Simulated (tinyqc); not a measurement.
Inside a calculation. Method: plane-wave Kohn-Sham cycle with exchange-only LDA in a layered model solid. One step of it, computed by the program tinyqc.

Problem. Iteration 1: levels at that k. Diagonalise the Hermitian matrix.

H (hartree):
```
           -2         -1         +0         +1         +2
-2   0.204872  -0.380000   0.000000   0.000000   0.000000
-1  -0.380000  -0.106668  -0.380000   0.000000   0.000000
+0   0.000000  -0.380000  -0.191634  -0.380000   0.000000
+1   0.000000   0.000000  -0.380000  -0.050025  -0.380000
+2   0.000000   0.000000   0.000000  -0.380000   0.318160
```

Give: eigenvalues.

Solution.

eigenvalues (hartree): -0.7458  -0.3254  0.0917  0.4987  0.6555
